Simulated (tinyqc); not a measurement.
# Modulation-doped quantum well, Poisson-Schroedinger loop: effect of the temperature

A well of width L centred at z = 0 between barriers Vb; effective-mass electrons in two equivalent valleys, parabolic bands. The electrons come from donor sheets outside the mesh, a share fL of Ns on the left and the rest on the right, so the structure is neutral. Energies are counted from the band edge of the well, with U = 0 on the first node in the Hartree part.

Schroedinger equation -C d/dz (1/m) dpsi/dz + (V0 + U) psi = E psi, C = hbar^2/(2 m0), on a fine mesh (400 intervals across the well) with hard walls 1.65 nm outside the well edges (to within half a fine step); the lowest 3 levels are kept. V0 = 0 in the well and Vb outside, plus q Fz z (1 kV/cm = 1e-4 eV/nm). N_k = D Vt ln(1 + exp((EF - E_k)/Vt)), D = 2 md m0 q/(pi hbar^2), sum N_k = Ns; n = sum N_k |psi_k|^2. dU/dz = q (fL Ns - integral of n from the left)/(eps0 eps_r). The loop is converged to 1e-9 eV; shares under 0.001 % are printed as 0.

Values chosen for this exercise; material values close to those of strained Si in SiGe (two lower valleys): mass along z in the well mw = 0.939 m0; mass along z in the barriers mb = 0.944 m0; in-plane mass md = 0.189 m0; barrier height Vb = 0.205 eV; relative permittivity (all layers) eps_r = 11.6; well width L = 2.4 nm; sheet density of electrons Ns = 1.9e12 cm^-2; share of the donors on the left side fL = 1; applied field along z Fz = 0 kV/cm.

Constants: q = 1.602176634e-19 C, kB = 1.380649e-23 J/K, hbar = 1.054571817e-34 J s, m0 = 9.1093837015e-31 kg, Vt = kB T/q, eps0 = 8.8541878128e-14 F/cm where lengths are in cm, hbar^2/(2 m0) = 0.0380998212 eV nm^2. Results are converted to the units shown.

Effect of the temperature:
```
T (K)	E2 - E1 (meV)	EF - E1 (meV)	share of E2 (%)	centroid (nm)	charge in the barriers (%)	range of U in the well (meV)
4	96.0	12.0	0	-0.116	5.93	32.3
20	96.0	12.0	0	-0.116	5.93	32.3
50	96.0	11.8	0	-0.116	5.93	32.3
100	96.0	9.58	0.00316	-0.116	5.93	32.3
150	96.0	5.53	0.0981	-0.116	5.95	32.3
200	96.0	0.0416	0.546	-0.116	6.04	32.3
300	96.1	-14.5	2.96	-0.115	6.55	32.4
400	96.1	-33.0	6.68	-0.113	7.42	32.5
```

As T goes from 4 to 400, E2 - E1 stays near 96.0 meV, EF - E1 falls from 12.0 to -33.0 meV and the share of E2 rises from 0 to 6.68 %. EF stays below E2 throughout.

tinyqc, about 0.2 s, one thread, Intel Xeon 2.30GHz (shared host): `OMP_NUM_THREADS=1 python tinyqc.py 2140023 2140024 out.jsonl`
